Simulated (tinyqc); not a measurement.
## Trap density from one capacitance

Problem. Traps spread evenly through the insulator exchange electrons with the semiconductor by tunnelling, with tau(x) = t0 exp(2 ka x) at depth x from the interface. The admittance per area Y seen at depth x obeys dY/dx = -Y^2/(i w eps0 eox) + q Nb ln(1 + i w tau)/tau, with Y(0) = i w Cs and w = 2 pi f; the gate sees Y(tox) = G + i w C. Working variable y = Y/(i w), in uF/cm^2. Cox = eps0 eox/tox. Find Nb and G/w.

Inputs (values chosen for the exercise):
- eox = 8.75 (relative permittivity of the insulator)
- tox = 4.5 nm (insulator thickness)
- Cs = 1.6 uF/cm^2 (semiconductor capacitance in accumulation)
- ka = 4.7 1/nm (decay constant of the wave function in the insulator)
- t0 = 9e-9 s (time constant of a trap at the interface)
- f = 1000 Hz (frequency)

Constants: q = 1.602176634e-19 C, eps0 = 8.8541878128e-14 F/cm where lengths are in cm. Results are converted to the units shown.

C = 1.2269131 uF/cm^2

Answer. C rises steadily with Nb, so one density matches; in practice ka and t0 must come from the frequency dependence.

Nb = 9.200e19 cm^-3 eV^-1
G/w = 0.05484 uF/cm^2

Computed by the program tinyqc: `OMP_NUM_THREADS=1 python tinyqc.py 2202123 2202124 out.jsonl`, one thread of a shared Intel Xeon 2.30GHz, about 0.4 s for the whole run.
